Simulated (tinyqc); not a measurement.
Photoconductance decay in a wafer: bulk and surface recombination modes, and iron detection by pair splitting. Changing the thickness W. Computed by tinyqc, a small Python program. Command: `OMP_NUM_THREADS=1 python tinyqc.py 3111539 3111540 out.jsonl pcd sweep`. One thread of a shared host (Intel(R) Xeon(R) Processor @ 2.30GHz), about 0.04 s of CPU time with the checks.

Both faces of the wafer have the same S; injection is low and all coefficients are constant. x runs from -W/2 to W/2.

Inputs (values chosen for the exercise, modelled on p-type silicon): diffusivity D = 32.5 cm^2/s; bulk lifetime tau_b without iron = 18 microsecond; surface recombination velocity S = 1400 cm/s.

Method. Even modes cos(a x) obey b tan b = S W/(2 D) with b = a W/2, odd modes sin(a x) obey -b cot b = S W/(2 D); each decays at the rate 1/tau_b + D a^2. tau_eff is the decay time of the first mode. The surface time is 1/(D a^2) of that mode; shortcuts for it are W/(2 S), W^2/(pi^2 D) and their sum, whose error is sum/surface time - 1.

One run for each value:

| thickness W (micrometre) | tau_eff (microsecond) | surface time (microsecond) | tau_eff/tau_b |
|---|---|---|---|
| 20 | 0.697 | 0.72 | 0.03870 |
| 63 | 2.081 | 2.35 | 0.11559 |
| 110 | 3.434 | 4.24 | 0.19077 |
| 200 | 5.631 | 8.20 | 0.31285 |
| 360 | 8.561 | 16.32 | 0.47558 |
| 630 | 11.691 | 33.36 | 0.64952 |
| 1100 | 14.451 | 73.30 | 0.80285 |
| 2000 | 16.422 | 187.33 | 0.91233 |

Give the missing row, thickness W (micrometre) = 36.

Computed row:
```
thickness W (micrometre)  tau_eff (microsecond)  surface time (microsecond)  tau_eff/tau_b
36                                        1.229                        1.32        0.06828
```

Interpolating between the two neighbouring rows (the first column on a logarithmic scale, the others too where they are positive) misses by up to 0.72 %. Over the rows, tau_eff (microsecond) rises from 0.697 to 16.4 (exponent d ln y / d ln x 0.97 between the first rows and 0.21 between the last); surface time (microsecond) rises from 0.725 to 187 (exponent d ln y / d ln x 1.0 between the first rows and 1.6 between the last); tau_eff/tau_b rises from 0.0387 to 0.912 (exponent d ln y / d ln x 0.97 between the first rows and 0.21 between the last). At the low end the exponent of surface time is 1.02, close to 1: slow surfaces, W/(2 S). Plotting 1/tau_eff against 1/W separates bulk and surface while W/(2 S) is the larger part of the surface time.
